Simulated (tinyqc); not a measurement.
From results back to parameters: eight-band Kane k.p model. Two cases, with inputs chosen for the exercise.

Problem. In the Kane model 1/m = A_r + Ep (Eg + 2 Dso/3)/(Eg (Eg + Dso)) and the Roth formula gives g* = 2 - 2 Ep Dso/(3 Eg (Eg + Dso)). The mass and the g factor below were computed from hidden Ep and Dso.

Find: X; Y; Ep; Dso.

Method. Let X = 1/m - A_r and Y = (2 - g*)/2. Then X + Y = Ep/Eg and X - 2 Y = Ep/(Eg + Dso).

Case 1.

Values chosen (out of a larger set: near those of GaP; not measured data): Eg = 2.915 eV (gap at Gamma to the s-like level); A_r = -0.4 (remote-band term in 1/m).

m = 0.0973145 m0
g* = 1.80818

Solution.

X = 10.676
Y = 0.096
Ep = 31.40 eV
Dso = 0.080 eV

Case 2.

Values chosen (out of a larger set: near those of InP; not measured data): Eg = 1.416 eV (gap at Gamma to the s-like level); A_r = 0 (remote-band term in 1/m).

m = 0.0707296 m0
g* = 1.32192

Solution.

X = 14.138
Y = 0.339
Ep = 20.50 eV
Dso = 0.107 eV

Computed by tinyqc, one run a case: `OMP_NUM_THREADS=1 python tinyqc.py N N+1 out.jsonl` with N = 1080642, 1080665; one thread of a shared Intel(R) Xeon(R) Processor @ 2.30GHz, about 0.01 s a run at most.
